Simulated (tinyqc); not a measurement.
What moves the results: complex band structure along [001] in sp3s* tight binding. A value that a table varies takes the place of the one given here.

For k = (0, 0, kz) the phase sums are g0 = cos(phi) and g3 = i sin(phi), phi = kz a/4, and the s, pz, s* orbitals of anion (a) and cation (c) decouple from px, py. With z = exp(i phi), H(z) = H0 + z T + T^T/z for any complex z. H0 is diagonal (Esa, Epa, Exa, Esc, Epc, Exc). The anion-cation block is B(z) = z U + W/z and the cation-anion block z W^T + U^T/z, where U has Vss/2 (s,s), Vsapc/2 (s,z), -Vscpa/2 (z,s), Vxx/2 (z,z), Vxapc/2 (s*,z), -Vpaxc/2 (z,s*), and W has the same values with the s-z and s*-z signs reversed. |z| = 1 is a band state, |z| < 1 decays along [001] as exp(-kappa d) over a distance d, kappa = -(4/a) ln|z|. No spin-orbit coupling.

Constants: hbar^2/2m0 = 3.80998211 eV angstrom^2.

Inputs chosen for the exercise (out of a larger set: near a published set for GaAs, fitted to gaps, whose masses and valley positions are rough (light masses up to twice too heavy); not measured data): p = (-8.362, 1.041, -2.65, 3.666, 8.57, 6.734, -6.453, 1.96, 5.079, 4.492, 5.781, 4.833, 4.813) eV (order Esa, Epa, Esc, Epc, Exa, Exc, Vss, Vxx, Vxy, Vsapc, Vscpa, Vxapc, Vpaxc); a = 5.658 angstrom (lattice constant); dE = 0.6 eV (E - Ev).

## Decay across the direct gap

Ev = -0.00537 eV
EG (direct gap) = 1.55613 eV

masses of this model, from the curvature at Gamma (m0): m_lh 0.08933, m_e 0.11917

kappa of the imaginary branch at Gamma against three formulas: parabolic from the valence edge, sqrt(m_lh E/c); parabolic from the conduction edge, sqrt(m_e (EG - E)/c); two-band (Franz), sqrt(m E (1 - E/EG)/c) with m = 2 m_lh m_e/(m_lh + m_e). E from Ev; c = hbar^2/2m0.

kappa (1/angstrom):

| E/EG | E (eV) | tight binding | parabolic, valence | parabolic, conduction | two-band |
|---|---|---|---|---|---|
| 0.05 | 0.0778 | 0.0418 | 0.0427 | 0.2150 | 0.0445 |
| 0.15 | 0.2334 | 0.0692 | 0.0740 | 0.2034 | 0.0729 |
| 0.25 | 0.3890 | 0.0848 | 0.0955 | 0.1911 | 0.0884 |
| 0.35 | 0.5446 | 0.0945 | 0.1130 | 0.1779 | 0.0974 |
| 0.50 | 0.7781 | 0.1009 | 0.1351 | 0.1560 | 0.1021 |
| 0.65 | 1.0115 | 0.0984 | 0.1540 | 0.1305 | 0.0974 |
| 0.75 | 1.1671 | 0.0909 | 0.1654 | 0.1103 | 0.0884 |
| 0.85 | 1.3227 | 0.0763 | 0.1761 | 0.0854 | 0.0729 |
| 0.95 | 1.4783 | 0.0475 | 0.1862 | 0.0493 | 0.0445 |

The branch joins the light-hole and conduction bands and peaks, among these rows, at E/EG = 0.50 with kappa = 0.1009 1/angstrom. At mid-gap the parabola from the conduction edge is +55 % off and the two-band form +1.2 %; over 5 nm the parabola would misstate exp(-2 kappa d) by a factor 246.

## Band-to-band tunnelling in a uniform field

WKB at zero transverse momentum: T = exp(-2 I/(eF)), I = integral of kappa dE across the direct gap (8 Gauss-Legendre points in theta, E = EG sin^2 theta, 0 to pi/2); 1 MV/cm = 0.01 V/angstrom. The two-band form gives I = (pi/8) sqrt(m/c) EG^(3/2) with m = 2 m_lh m_e/(m_lh + m_e).

Tunnelling:

| F (MV/cm) | path EG/eF (angstrom) | exponent 2I/eF | T, tight binding | T, two-band |
|---|---|---|---|---|
| 0.50 | 311.2 | 49.576 | 2.95e-22 | 2.09e-22 |
| 0.75 | 207.5 | 33.051 | 4.43e-15 | 3.52e-15 |
| 1.00 | 155.6 | 24.788 | 1.72e-11 | 1.45e-11 |
| 1.50 | 103.7 | 16.525 | 6.66e-08 | 5.94e-08 |
| 2.00 | 77.8 | 12.394 | 4.14e-06 | 3.80e-06 |
| 3.00 | 51.9 | 8.263 | 0.000258 | 0.000244 |
| 4.00 | 38.9 | 6.197 | 0.00204 | 0.00195 |

I, tight binding = 0.123940 eV/angstrom
I, two-band = 0.124799 eV/angstrom

The two-band integral is +0.69 % from the tight-binding one, which makes the two-band T 0.7092 times the other at 0.5 MV/cm and 0.958 times at 4 MV/cm. Doubling the field from 1 to 2 MV/cm halves the exponent and raises T by a factor 2.41e+05.

## Energy and lattice constant

The slowest root of the s-pz block and the heavy-hole branch, sinh^2(kappa a/4) = ((E - Epa)(E - Epc) - Vxx^2)/(Vxx^2 - Vxy^2), at E = Ev + dE with Ev the lower root of [[Epa, Vxx], [Vxx, Epc]]; the couplings are kept when a changes. Each row changes one parameter from the base and keeps the others.

Results:

| case | slowest kappa (1/angstrom) | heavy-hole kappa (1/angstrom) |
|---|---|---|
| base | 0.0968 | 0.2329 |
| dE = 0.57 eV | 0.0956 | 0.2280 |
| a = 5.828 angstrom | 0.0940 | 0.2261 |

The largest shifts from the base row, up to three for each result and ties (the steps differ in size, so this ranks the rows, not the parameters). slowest kappa (1/angstrom): a -0.0028, dE -0.0012. heavy-hole kappa (1/angstrom): a -0.0068, dE -0.0049. With the couplings fixed, kappa a stays, so kappa scales as 1/a.

Computed by tinyqc, a small Python program: `OMP_NUM_THREADS=1 python tinyqc.py 1480181 1480182 out.jsonl` (the numbers bound the seed that draws the inputs); one thread of a shared host (Intel(R) Xeon(R) Processor @ 2.30GHz), about 0.02 s for the whole set of steps.
